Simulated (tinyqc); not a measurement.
Inside a calculation. Method: tight binding, kagome lattice. One step of it, computed by the program tinyqc.

Question. Bloch Hamiltonian at k. H_AB = -t1 - t2 exp(-i k.a1), H_AC = -t1 - t2 exp(-i k.a2), H_BC = -t1 - t2 exp(i k.(a1 - a2)), H_CC = delta.

Parameters chosen for this model:

| parameter | value | unit |
|---|---|---|
| t1 | 1.110000 | eV, up triangles |
| t2 | 1.110000 | eV, down triangles |
| delta | -0.770000 | eV on site C |

k point k (fractions of the reciprocal vectors): 0.500000  0.340000

Give: H(k) at k.

Answer.

H(k) at k (eV):
```
                 A                B                C
A           0.0000           0.0000  -0.5152+0.9372i
B           0.0000           0.0000  -1.7048-0.9372i
C  -0.5152-0.9372i  -1.7048+0.9372i          -0.7700
```
